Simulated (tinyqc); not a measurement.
Permeation of metal atoms or ions through a thin barrier or dielectric: time lag, field-aided drift and lifetime: one step, computed by the program tinyqc.

The film 0 < x < d is empty at first; C = C0 at x = 0 and C = 0 at x = d. dC/dt = D d2C/dx2 - v dC/dx with drift v = D z e V/(k_B T d) (uniform field, no space charge).

Problem. Dose at time s. Steady flux J = (D C0/d) P/(1 - exp(-P)); time lag in units of d^2/D: s_L = [P (1 + exp(-P))/(1 - exp(-P)) - 2]/P^2 (P = 0: J = D C0/d, s_L = 1/6). Dose through the film Q(s) = C0 d {f (s - s_L) - 2 exp(P/2) sum_(n=1..200) (-1)^n n^2 pi^2 exp(-l_n s)/l_n^2}, l_n = n^2 pi^2 + P^2/4, f = P/(1 - exp(-P)) the relative flux.

Inputs (values chosen for the exercise, for a model case: singly charged ions through a dielectric): thickness d = 11 nm; concentration at the source side C0 = 5.3e+14 1/cm^3; test temperature T = 175 C; time in units of d^2/D, s = 0.079.

Peclet number P = 12.17031

time scale d^2/D = 999831.2 s

Give: Q/(C0 d); dose Q; time.

Solution.

Q/(C0 d) = 0.20894

dose Q = 1.2181e+08 1/cm^2

time = 78987 s
